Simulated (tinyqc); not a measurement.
From results back to parameters: direct gap of a germanium-like layer under biaxial tension. Five cases, with inputs chosen for the exercise.

Problem. A (001) layer under biaxial tension e_par has ezz = -2 (C12/C11) e_par, Ec = Eg + ac tr(e), E(HH) = -P - Q and E(LH) = -P + (Q - Dso + sqrt(Dso^2 + 2 Dso Q + 9 Q^2))/2 with P = -av tr(e), Q = -b (e_par - ezz). The transition from the light-hole edge is given.

Find: e_par; Ec - E(HH).

Method. Ec - E(LH) falls steadily with tension, so bisection between 0 and 4 % gives the only root; then Ec - E(HH) = Eg + (ac - av) tr(e) + Q.

Case 1.

Values chosen (near those of Ge, gaps at low temperature; the results hold for these values, not for the real material): Eg = 0.893 eV (gap at Gamma to the s-like level); Dso = 0.293 eV (spin-orbit splitting); ac = -8.2 eV (conduction deformation potential); av = 1.23 eV (valence hydrostatic potential); b = -2.57 eV (tetragonal shear potential); C11 = 128.7 GPa; C12 = 48.3 GPa.

Ec - E(LH) = 0.515339 eV

Solution.

e_par = 2.070 %
Ec - E(HH) = 0.7422 eV

Case 2.

Values chosen (near those of Ge, gaps at low temperature; the results hold for these values, not for the real material): Eg = 0.906 eV (gap at Gamma to the s-like level); Dso = 0.289 eV (spin-orbit splitting); ac = -8.1 eV (conduction deformation potential); av = 1.22 eV (valence hydrostatic potential); b = -2.58 eV (tetragonal shear potential); C11 = 129 GPa; C12 = 49.1 GPa.

Ec - E(LH) = 0.659123 eV

Solution.

e_par = 1.400 %
Ec - E(HH) = 0.8080 eV

Case 3.

Values chosen (near those of Ge, gaps at low temperature; the results hold for these values, not for the real material): Eg = 0.907 eV (gap at Gamma to the s-like level); Dso = 0.289 eV (spin-orbit splitting); ac = -8.28 eV (conduction deformation potential); av = 1.24 eV (valence hydrostatic potential); b = -2.59 eV (tetragonal shear potential); C11 = 130.3 GPa; C12 = 48.2 GPa.

Ec - E(LH) = 0.585081 eV

Solution.

e_par = 1.760 %
Ec - E(HH) = 0.7752 eV

Case 4.

Values chosen (near those of Ge, gaps at low temperature; the results hold for these values, not for the real material): Eg = 0.884 eV (gap at Gamma to the s-like level); Dso = 0.288 eV (spin-orbit splitting); ac = -8.09 eV (conduction deformation potential); av = 1.23 eV (valence hydrostatic potential); b = -2.59 eV (tetragonal shear potential); C11 = 130.3 GPa; C12 = 49.1 GPa.

Ec - E(LH) = 0.771802 eV

Solution.

e_par = 0.660 %
Ec - E(HH) = 0.8373 eV

Case 5.

Values chosen (near those of Ge, gaps at low temperature; the results hold for these values, not for the real material): Eg = 0.882 eV (gap at Gamma to the s-like level); Dso = 0.29 eV (spin-orbit splitting); ac = -8.19 eV (conduction deformation potential); av = 1.23 eV (valence hydrostatic potential); b = -2.51 eV (tetragonal shear potential); C11 = 130.4 GPa; C12 = 47.4 GPa.

Ec - E(LH) = 0.747740 eV

Solution.

e_par = 0.780 %
Ec - E(HH) = 0.8223 eV

Computed by tinyqc, one run a case: `OMP_NUM_THREADS=1 python tinyqc.py N N+1 out.jsonl` with N = 1051054, 1051065, 1051066, 1051121, 1051132; one thread of a shared Intel(R) Xeon(R) Processor @ 2.30GHz, about 0.01 s a run at most.
